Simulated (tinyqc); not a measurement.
Worked calculation: effective-mass impurity with a central-cell term, in a basis of Slater functions. Computed by tinyqc, a small Python program that keeps every step. Command: `OMP_NUM_THREADS=1 python tinyqc.py 3023835 3023836 out.jsonl centralcell walk`. One thread of a shared host (Intel(R) Xeon(R) Processor @ 2.30GHz), about 0.01 s of CPU time with the checks. Intermediate numbers are printed to about 6 digits and carried at full precision; extremes and crossings named in words are read from the listed rows.

The envelope obeys H = -nabla^2 - (2/r) [Z + A exp(-kappa r)] in effective units, with kappa = a*/lambda; positive A deepens the well near the core.

Inputs (values chosen for the exercise, for a model semiconductor):

| quantity | value | unit |
|---|---|---|
| effective mass m | 0.359 | m_0 |
| dielectric constant eps | 6.99 | - |
| charge Z of the core | 1 | - |
| central-cell strength A | -2.8 | - |
| central-cell range lambda | 1.6 | angstrom |
| basis size n | 3 | - |
| smallest exponent zeta_1 | 0.58 | 1/a* |
| ratio beta of exponents | 2.5 | - |

Impurity: donor, one isotropic band.

Constants: Ry = 13.605693123 eV; a_0 = 0.529177210903 angstrom.

## Effective units

Units: Ry* = Ry m/eps^2 and a* = a_0 eps/m, with m in m_0. kappa = a*/lambda; the hydrogenic ground state is bound by Z^2 Ry*.

Ry* = 99.9679 meV

a* = 10.3035 angstrom

kappa = 6.43967 1/a*

hydrogenic binding energy = 99.9679 meV

## Matrices over the s basis

zeta_i = zeta_1 beta^(i-1), i = 1..n. For s functions exp(-zeta r), with s = zeta_i + zeta_j: S = 2/s^3, T = zeta_i zeta_j S, V = -2 Z/s^2, W = -2 A/(s + kappa)^2; each function is normalised by dividing by sqrt(S_ii S_jj).

exponents (1/a*): 0.58  1.45  3.625

overlap S:
```
         1        2        3
1  1.00000  0.73756  0.32802
2  0.73756  1.00000  0.73756
3  0.32802  0.73756  1.00000
```

kinetic T (Ry*):
```
          1         2         3
1    0.3364  0.620286  0.689655
2  0.620286    2.1025   3.87679
3  0.689655   3.87679   13.1406
```

Coulomb V (Ry*):
```
          1         2         3
1     -1.16  -1.49724  -1.37931
2  -1.49724      -2.9  -3.74310
3  -1.37931  -3.74310     -7.25
```

central cell W (Ry*):
```
           1         2         3
1  0.0756732  0.240829  0.602681
2   0.240829  0.782868   2.03591
3   0.602681   2.03591   5.69359
```

## Generalised eigenproblem

(T + V + W) c = E S c with c^T S c = 1 and the largest component positive.

two lowest levels (Ry*): -0.796209  0.291078

coefficients of the lowest state: 0.730242  0.381763  -0.095285

<T> = 0.572944 Ry*

<W> = 0.108432 Ry*

## Converged levels

Large basis: zeta_i = 0.06 x 1.6^(i-1), i = 1..22, same formulas; for p functions r exp(-zeta r): S = 24/s^5, T = zeta_i zeta_j S (centrifugal term included), V = -12 Z/s^4, W = -12 A/(s + kappa)^4; overlap eigenvalues below 1e-11 are dropped. Binding energies are -E Ry*; the effective quantum number is nu = Z/sqrt(-E); |psi(0)|^2 is given relative to the hydrogenic Z^3/(pi a*^3).

1s binding energy = 81.3991 meV

2s binding energy = 22.5118 meV

2p binding energy = 24.9485 meV

effective quantum number of 1s = 1.10821

relative |psi(0)|^2 = 0.151909

The central cell moves 1s by -18.569 meV, 2s by -2.480 meV and 2p by -0.0435 meV: p states vanish at the core, so the 2p level gives the hydrogenic scale and 1s the chemical shift. The small basis lies 1.8 meV above the converged 1s level.

## Chemical shift by three methods

First order: shift = 8 A Z^3/(2 Z + kappa)^2 Ry*. One exponent: minimise zeta^2 - 2 Z zeta - 8 A zeta^3/(2 zeta + kappa)^2 by golden section on 0.2 to 6 Z. All shifts are the binding beyond Z^2 Ry*.

Shift of the 1s binding energy (meV):

| A | first order | one exponent | large basis |
|---|---|---|---|
| 2.80 | 31.4382 | 65.6794 | 78.3023 |
| 1.40 | 15.7191 | 21.1559 | 23.2622 |
| -0.28 | -3.1438 | -2.9943 | -2.9441 |
| -0.70 | -7.8595 | -6.9926 | -6.7140 |
| -1.40 | -15.7191 | -12.6228 | -11.6977 |
| -2.80 | -31.4382 | -21.2245 | -18.5689 |
| -3.50 | -39.2977 | -24.6169 | -21.0391 |

The three columns are ordered, first order <= one exponent <= large basis, since each is a variational bound with more freedom. At the largest attractive A first order gives 40 % and one exponent 84 % of the shift; at the most repulsive A the true shift is -21.039 meV against -39.298. Attraction pulls the envelope in and feeds itself, repulsion pushes it out and saturates.

## Convergence with the basis

The error is the lowest level above the large-basis value.

Error of the 1s level:

| n | error (meV) | largest exponent (1/a*) |
|---|---|---|
| 1 | 6.63038 | 5.80000e-01 |
| 2 | 5.80226 | 1.45000e+00 |
| 3 | 1.80371 | 3.62500e+00 |
| 4 | 1.58457 | 9.06250e+00 |
| 5 | 1.51683 | 2.26562e+01 |
| 6 | 1.49441 | 5.66406e+01 |
| 7 | 1.48709 | 1.41602e+02 |
| 8 | 1.48469 | 3.54004e+02 |

The error falls from 6.63 to 1.48 meV. The last function changes it by less than 5 %: it has levelled off, and what remains is set by beta and zeta_1, not by the range of exponents.

Checks made by the program: the large basis at A = 0 against Z^2, Z^2/4 and Z^2/4 (relative difference 5e-06).
